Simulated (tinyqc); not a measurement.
Gupta-type many-body potential for a metal: one step, computed by the program tinyqc. Command: `OMP_NUM_THREADS=1 python tinyqc.py 3023810 3023811 out.jsonl gupta walk`. One thread of a shared host (Intel(R) Xeon(R) Processor @ 2.30GHz), about 0.01 s of CPU time with the checks.

E_i = sum_j A exp(-p (r_ij/r0 - 1)) - xi rho_i^gamma, with rho_i = sum_j exp(-2 q (r_ij/r0 - 1)); gamma = 1/2 is the tight-binding second-moment form. The crystal is fcc unless stated; d is the neighbour distance and a fixed number of shells is kept.

Question. Shell terms at equilibrium. fcc shells: d sqrt(k), k = 1..5, with 12, 6, 24, 12, 24 atoms; Omega = d^3/sqrt2. Repulsion and density of one neighbour in each shell, and their sums.

Inputs (values chosen for the exercise, modelled on gold):

| quantity | value | unit |
|---|---|---|
| repulsion A | 0.204 | eV |
| decay p | 10.4 | - |
| decay q | 4.14 | - |
| reference distance r0 | 2.884 | angstrom |
| shells kept | 1 | - |

neighbour distance d = 2.898560 angstrom

Give: Shells; repulsive energy; density rho.

Answer.

Shells:

| shell | count | r (angstrom) | repulsion (eV) | density |
|---|---|---|---|---|
| 1 | 12 | 2.899 | 0.1936 | 0.9591 |

repulsive energy = 2.323 eV

density rho = 11.51
